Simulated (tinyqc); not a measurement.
Inside a calculation: valley splitting of a silicon quantum well in envelope theory. Values are carried at full precision from step to step, so a last printed digit may differ when a step is redone from the rounded ones.

Constants: hbar^2/2m0 = 3.80998211 eV angstrom^2; kB = 8.617333262e-05 eV/K.

Inputs chosen for the exercise (near those of a strained Si well in SiGe; not measured data):
- k0 = 0.845 2 pi/a (valley position)
- a = 5.431 angstrom (lattice constant)
- ml = 0.924 m0 (mass along z)
- F = 9.7 mV/nm (field pressing towards the upper interface)
- w = 0.3 angstrom (interface width parameter)
- L = 72 angstrom (well width)
- V0 = 0.15 eV (conduction offset)
- C0 = 0.279 (Bloch overlap factor)
- Yb = 0.23 (Ge share of the barrier)
- Yw = 0 (Ge share of the well)
- ad = 120 angstrom (dot radius)

## Wave number and lengths

q = 2 k0 (2 pi/a), its wavelength, the field length (c/(ml e F))^(1/3) with c = hbar^2/2m0 and 1 mV/nm = 1e-4 eV/angstrom, and the damping factor y/sinh(y), y = pi q w, of a step smoothed as 1/(1 + exp(z/w)).

q = 1.9552 1/angstrom
wavelength = 3.214 angstrom
field length = 16.2 angstrom
damping factor = 0.599

## The envelope

The well lies at 0 < z < L; U(z) = V0 [1/(1 + exp(z/w)) + 1/(1 + exp((L - z)/w))] - e F z, 1 mV/nm = 1e-4 eV/angstrom. The envelope psi solves -(c/ml) psi'' + U psi = E psi, c = hbar^2/2m0, by three-point differences on a grid of 0.1 angstrom from -40 to L + 40 angstrom. The two valleys at +/- k0 couple through D = C0 times the integral of exp(-i q z) U(z) psi^2, q = 2 k0 (2 pi/a), and split by Ev = 2|D|.

Two lowest levels, mean position, and psi^2 at both interfaces.

levels (meV): -38.37  -10.20

<z> = 52.4 angstrom
psi^2 at z = 0 and L (1/angstrom): 1.46e-05  0.00642

The field makes psi^2 at the upper interface 439 times that at the lower one. The orbital spacing is 28.2 meV.

## Contributions to the coupling

Split D into the lower barrier, the upper barrier and the field term.

Parts of D (micro-eV):
```
part,real,imaginary,size
lower barrier,0.076,0.172,0.188
upper barrier,-65.767,49.747,82.462
field term,-0.662,0.367,0.757
```

## Valley splitting and phase

The inter-valley coupling D is the sum of the complex parts; Ev = 2|D|, the valley phase is arg D, and kB T equals Ev at T = Ev/kB.

Ev = 167 micro-eV
phase = 2.49 rad
T = 1.9 K

The upper barrier gives the largest part.

## Alloy disorder

Random alloy: with Y(z) = Yw + (Yb - Yw) B(z), B the bracket in U, and in-plane density exp(-r^2/ad^2)/(pi ad^2), D gains a random complex part of variance sigma^2 = (C0^2/pi)(a^2 V0/(8 ad (Yb - Yw)))^2 (4/a) times the integral of psi^4 Y (1 - Y). Alone it gives a mean splitting sqrt(pi) sigma; together with the smooth part the rms splitting is 2 sqrt(|D|^2 + sigma^2).

Give the integral, sigma, the mean splitting from disorder alone and the rms total.

integral = 1.24e-05 1/angstrom
sigma = 9.5 micro-eV
sqrt(pi) sigma = 16.9 micro-eV
rms splitting = 167.6 micro-eV

|D|/sigma = 8.72: the smooth part dominates, and the splitting scatters from dot to dot by about sqrt2 sigma, 8 % of Ev; this needs interfaces sharper than most grown wells have.

## Checks

- Lowest level for sharp walls and no field against the square well, meV: both 6.0.
- Size of one barrier part in that case against C0 V0 psi(0)^2/sqrt(q^2 + 4 kappa^2), micro-eV: both 20.

Program tinyqc; command `OMP_NUM_THREADS=1 python tinyqc.py 1281543 1281544 out.jsonl`; about 0.07 s on one thread of a shared Intel(R) Xeon(R) Processor @ 2.30GHz.
